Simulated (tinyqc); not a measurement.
## Gap and radiative efficiency from Jsc and Voc

Question. Photon flux above E from a black body at temperature T into a hemisphere: Phi(E, T) = A sum_k exp(-k E/th)[E^2 th/k + 2 E th^2/k^2 + 2 th^3/k^3], k = 1, 2, ..., with th = kB T/q in eV and A = 2 pi q^3/(h^3 c^2). A cell with a sharp absorption edge has Jsc = q fs X Phi(Eg, Ts) and Voc = Vt ln(1 + Jsc/J0), J0 = q ge Phi(Eg, T)/ERE. Find Eg and ERE.

Parameters, values chosen for the exercise: cell temperature T = 350 K; temperature of the black-body sun Ts = 5800 K; share of the hemisphere filled by the sun fs = 2.16e-5; concentration X = 1; number of faces that emit ge = 1.

Constants: q = 1.602176634e-19 C, kB = 1.380649e-23 J/K, h = 6.62607015e-34 J s, c = 299792458 m/s, Vt = kB T/q. Results are converted to the units shown.

Jsc = 80.7870565 mA/cm^2
Voc = 0.393051031 V

Answer. Phi falls steadily with E, so Jsc fixes Eg; Voc gives J0, and its ratio to the radiative dark current is 1/ERE.

Eg = 0.6300 eV
ERE = 1.000

Program tinyqc, `OMP_NUM_THREADS=1 python tinyqc.py 2820026 2820027 out.jsonl`; Intel Xeon 2.30GHz, shared host, one thread, about 0.01 s.
